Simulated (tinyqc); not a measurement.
Charge stability of a double quantum dot, constant-interaction model with a charge sensor: one step of the calculation.

Capacitance matrix C = [[C1, -Cm], [-Cm, C2]], C1 = G1 + X1 + Cm + L1, C2 = G2 + X2 + Cm + L2. Gate charges n1 = (G1 V1 + X1 V2)/q, n2 = (X2 V1 + G2 V2)/q. The state (N1, N2) has U = (1/2) d^T E d with d = (N1 - n1, N2 - n2) and E = q^2 C^(-1). Leads at 0 V; no tunnel coupling, spin or level spacing. The sensor reads s1 <N1> + s2 <N2>.

Question. Energies and occupation of the charge states. U for N1, N2 = 0, 1, 2; p is proportional to exp(-U/kB T), normalised over these nine states.

Values chosen for this exercise:

| symbol | value | unit | meaning |
|---|---|---|---|
| s1 | 0.58 |  | sensor weight of dot 1 |
| s2 | 0.11 |  | sensor weight of dot 2 |
| T | 0.66 | K | temperature |

Constants: q = 1.602176634e-19 C, kB = 1.380649e-23 J/K, Vt = kB T/q. Results are converted to the units shown.

E (meV):
```
           1          2
1  1.2939312  0.3054184
2  0.3054184  0.9944722
```

gate charges: n1 1.6918859, n2 0.5153614

Find: U; p; mean charges; sensor signal.

Answer.

```
state  U (meV)       p
(0,0)    2.250  0.0000
(0,1)    1.718  0.0000
(0,2)    2.181  0.0000
(1,0)    0.551  0.0006
(1,1)    0.324  0.0332
(1,2)    1.092  0.0000
(2,0)    0.145  0.7729
(2,1)    0.224  0.1933
(2,2)    1.297  0.0000
```

mean charges: <N1> 1.966, <N2> 0.226
sensor signal = 1.165

The ground state is (2,0), 0.0788 meV (1.39 kB T) below (2,1).

Computed by the program tinyqc: `OMP_NUM_THREADS=1 python tinyqc.py 2470032 2470033 out.jsonl`, one thread of a shared Intel Xeon 2.30GHz, about 0.01 s for the whole run.
